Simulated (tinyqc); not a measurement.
Transistor under a ferroelectric capacitor (negative capacitance), static model: two steps of the calculation.

A ferroelectric film of thickness tf lies between the gate and an inner metal at potential v, which drives an ordinary transistor. One domain, P = Q (background permittivity neglected): Vg = v + tf (2 al Q + 4 be Q^3), al = -3 sqrt(3) Ec/(4 Pr), be = 3 sqrt(3) Ec/(8 Pr^3). Gate charge Q(v) = Qi + Cp v with the channel charge Qi = Cox n Vt ln(1 + exp((v - VT)/(n Vt))). Q in uC/cm^2, E in kV/cm; 1 nm times 1 kV/cm is 1e-4 V. Domains, leakage and the switching time are left out.

Parameters, values chosen for the exercise; Pr and Ec close to those of hafnium oxide based films:

| symbol | value | unit | meaning |
|---|---|---|---|
| T | 250 | K | temperature |
| Cox | 2.9 | uF/cm^2 | capacitance of the inner oxide |
| Cp | 0.89 | uF/cm^2 | overlap capacitance per gate area |
| VT | 0.42 | V | threshold of the inner transistor |
| n | 1.28 |  | subthreshold factor of the inner transistor |
| tf | 5.6 | nm | ferroelectric thickness |
| Vg | 0.59 | V | gate voltage |

Constants: q = 1.602176634e-19 C, kB = 1.380649e-23 J/K, Vt = kB T/q. Results are converted to the units shown.

Task 1. Gate voltage against inner potential. Q(v) and Vg(v) as above. C = dQ/dv = Cox/(1 + exp(-(v - VT)/(n Vt))) + Cp; dVg/dv = 1 + C tf (2 al + 12 be Q^2); gain = dv/dVg.

| point | v (V) |
|---|---|
| 0 | 0 |
| 1 | 0.1 |
| 2 | 0.2 |
| 3 | 0.3 |
| 4 | 0.4 |
| 5 | 0.5 |
| 6 | 0.6 |
| 7 | 0.7 |
| 8 | 0.8 |

al = -77.942286 kV cm/uC
be = 0.38971143 kV cm^5/uC^3

Give: Q; C; Vg; dVg/dv.

Result 1.

| point | Q (uC/cm^2) | C (uF/cm^2) | Vg (V) | dVg/dv |
|---|---|---|---|---|
| 0 | 0.0000 | 0.89000 | 0.00000 | 0.92231 |
| 1 | 0.0890 | 0.89003 | 0.09223 | 0.92232 |
| 2 | 0.1780 | 0.89099 | 0.18446 | 0.92229 |
| 3 | 0.2680 | 0.92689 | 0.27662 | 0.91926 |
| 4 | 0.3876 | 1.8361 | 0.36622 | 0.84044 |
| 5 | 0.6813 | 3.6389 | 0.44080 | 0.68676 |
| 6 | 1.0561 | 3.7858 | 0.50883 | 0.68058 |
| 7 | 1.4350 | 3.7899 | 0.57731 | 0.68960 |
| 8 | 1.8140 | 3.7900 | 0.64686 | 0.70181 |

dVg/dv is positive at all listed points; its smallest value, 0.681, means a gain of 1.47. Minimising dVg/dv over v puts the thickness at which the fold first appears at 17.4 nm.

Task 2. Inner potential by Newton steps. f = v + tf (2 al Q + 4 be Q^3) - Vg, f' = 1 + C tf (2 al + 12 be Q^2) with C = Cox/(1 + exp(-(v - VT)/(n Vt))) + Cp; v(new) = v - f/f'.

v at the start = 0.59 V
al = -77.942286 kV cm/uC
be = 0.38971143 kV cm^5/uC^3

Find: Q; f; f'; v after iteration 1.

Result 2.

Q = 1.0183 uC/cm^2
f = -0.087968 V
f' = 0.67996
v after iteration 1 = 0.71937 V

Numbers from tinyqc (`OMP_NUM_THREADS=1 python tinyqc.py 2860149 2860150 out.jsonl`; about 0.03 s on one thread of a shared Intel Xeon 2.30GHz).
